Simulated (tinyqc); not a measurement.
# Lossy on-chip transmission line with skin effect, step by step

tinyqc, about 0.01 s, one thread, Intel Xeon 2.30GHz (shared host): `OMP_NUM_THREADS=1 python tinyqc.py 2810152 2810153 out.jsonl` Printed values are rounded.

A uniform line in a homogeneous dielectric: c = sqrt(er)/(c0 Z0), l = Z0 sqrt(er)/c0 (c0 = 299792458 m/s), g = w c td, w = 2 pi f. The resistance joins its limits as r = sqrt(r_dc^2 + r_hf^2), with r_dc = rho/(wd th), r_hf = kr rho/(2 delta (wd + th)), delta = sqrt(rho/(pi f mu0)), mu0 = 4 pi 1e-7 H/m; this is an interpolation, and internal inductance, up to 0.05 nH/mm at low frequency, is neglected.

Parameters, values chosen for the exercise:
- wd = 0.65 um (width of the strip)
- th = 0.6 um (thickness of the strip)
- rho = 2.2 uohm cm (resistivity)
- er = 3.9 (relative permittivity)
- td = 0.02 (loss tangent)
- Z0 = 60 ohm (lossless impedance sqrt(l/c))
- kr = 1.2 (factor for crowding and the return path)
- len = 4.2 mm (length)
- Rg = 10 ohm (source resistance)
- RL = 1e5 ohm (load resistance)
- CL = 300 fF (load capacitance)
- f = 4 GHz (frequency)

## Line constants

delta, r_dc, r_hf, r, l, c and g as defined.

delta = 1.180325 um
r_dc = 56.41026 ohm/mm
r_hf = 8.946691 ohm/mm
r = 57.11532 ohm/mm
l = 0.3952418 nH/mm
c = 109.7894 pF/m
g = 0.05518616 S/m

r is 1.01 times r_dc; the skin depth is 1.97 of the thickness.

## Propagation constant and impedance

gamma = sqrt((r + i w l)(g + i w c)) = alpha + i beta, Zc = sqrt((r + i w l)/(g + i w c)), roots with positive real part; loss 8.685889638 alpha in dB; phase velocity w/beta.

gamma len = 1.094174+1.274803i
Zc = 111.8437-92.1773i ohm
loss = 2.262828 dB/mm
phase velocity over c0 = 0.2762011
r/(w l) = 5.749763

r exceeds w l, so the line behaves mainly as an RC line at this frequency.

## Reflection, input impedance and transfer

ZL = 1/(1/RL + i w CL); reflection (ZL - Zc)/(ZL + Zc); Zin = Zc (ZL + Zc tanh(gamma len))/(Zc + ZL tanh(gamma len)); H = V_load/V_source = [Zin/(Zin + Rg)]/[cosh(gamma len) + (Zc/ZL) sinh(gamma len)].

ZL = 0.1759-132.6289i ohm
reflection at the load = -0.0541357-0.4697540i
Zin = 114.3215-77.3991i ohm
H = -0.0849187-0.3305308i
|H| = -9.338165 dB
